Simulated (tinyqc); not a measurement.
One-dimensional ballistic tunnel FET, two-band WKB: two steps of the calculation.

A p-type source for x < 0 with its Fermi level at 0 and its valence edge at ds; in the channel the bands fall as D exp(-x/lam) towards their flat values, with the conduction edge at Ec = ds - dP and D = dP + Eg. The gate moves dP one to one. The drain Fermi level lies at -Vd and the drain side reflects nothing. For w = E - Ec between 0 and dP an electron crosses the gap. Two-band dispersion with equal masses m: inside the gap kappa = sqrt(m u (1 - u/Eg)/C), u the distance from a band edge, C = hbar^2/(2 m0).

Values chosen for this exercise; band and dielectric values those of a made-up semiconductor: band gap Eg = 0.789 eV; band-edge mass of the two-band model m = 0.062 m0; screening length of the source junction lam = 4.5 nm; tunnelling window Ev(source) - Ec(channel) dP = 0.39 eV; energy above the channel conduction edge w0 = 0.32 eV; cells of the path nc = 8.

Constants: q = 1.602176634e-19 C, hbar = 1.054571817e-34 J s, m0 = 9.1093837015e-31 kg, hbar^2/(2 m0) = 0.0380998212 eV nm^2. Results are converted to the units shown.

Task 1. The path through the gap by the midpoint rule. At w = w0 the path runs from xa = lam ln(D/(w + Eg)) to xb = lam ln(D/w); u(x) = w + Eg - D exp(-x/lam) is the height above the valence edge. Cut it into nc equal cells: S = 2 (cell width) times the sum of kappa at the centres.

Give: xa; xb; x; u; kappa; S.

Result 1.

xa = 0.2754 nm
xb = 5.868 nm

```
cell  x (nm)  u (eV)  kappa (1/nm)
0      0.625  0.0829        0.3474
1      1.324  0.2305        0.5153
2      2.023  0.3569        0.5640
3      2.722  0.4652        0.5574
4      3.422  0.5578        0.5157
5      4.121  0.6371        0.4467
6      4.820  0.7050        0.3494
7      5.519  0.7632        0.2017
```

S = 4.891

Task 2. The exponent in closed form. S(w) = 2 lam int_0^Eg kappa(u) du/(w + Eg - u) = 2 pi lam sqrt(m/(C Eg)) [w + Eg/2 - sqrt(w (w + Eg))], T(w) = exp(-S). The common triangular estimate is S = (4/3) lam sqrt(m/C) Eg^1.5/(dP + Eg) for all w.

Give: S(w0); T(w0); triangular S.

Result 2.

S(w0) = 4.8232
T(w0) = 0.0080407
triangular S = 4.5497

tinyqc, about 0.01 s, one thread, Intel Xeon 2.30GHz (shared host): `OMP_NUM_THREADS=1 python tinyqc.py 2620069 2620070 out.jsonl`
